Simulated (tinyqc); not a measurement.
# Dose and depth of a threshold implant

Inverse problem. A sheet of D acceptors per cm^2 lies at depth xi inside the depleted layer of a body doped Na. In the depletion approximation VT = Vfb + f2 + q D/Cox + gamma sqrt(f2 + Vsb - q D xi/(eps0 eps_r)), gamma = sqrt(2 eps0 eps_r q Na)/Cox, Cox = eps0 eox/tox. Find gamma, D and xi.

Values chosen for this exercise; band and dielectric values close to those of 4H silicon carbide:
- eps_r = 9.78 (relative permittivity)
- Na = 1.2e16 cm^-3 (acceptor density deep in the body)
- eox = 3.9 (relative permittivity of the gate insulator (close to silicon dioxide))
- tox = 7.9 nm (insulator thickness)
- Vfb = -0.5 V (flat-band voltage)
- f2 = 2.865 V (band bending 2 phiF at threshold)

Constants: q = 1.602176634e-19 C, eps0 = 8.8541878128e-14 F/cm where lengths are in cm. Results are converted to the units shown.

VT against the source at Vsb = 0 and 2.9 V (V): [2.6838084, 2.7806529]

Answer. With y^2 = f2 - q D xi/(eps0 eps_r) and d the difference of the thresholds over gamma, sqrt(y^2 + Vsb) - y = d gives y = (Vsb - d^2)/(2 d). The first threshold then gives D, and y^2 gives xi.

gamma = 0.132 V^0.5
D = 2.90e11 cm^-2
xi = 51.0 nm

Numbers from tinyqc (`OMP_NUM_THREADS=1 python tinyqc.py 2080112 2080113 out.jsonl`; about 0.6 s on one thread of a shared Intel Xeon 2.30GHz).
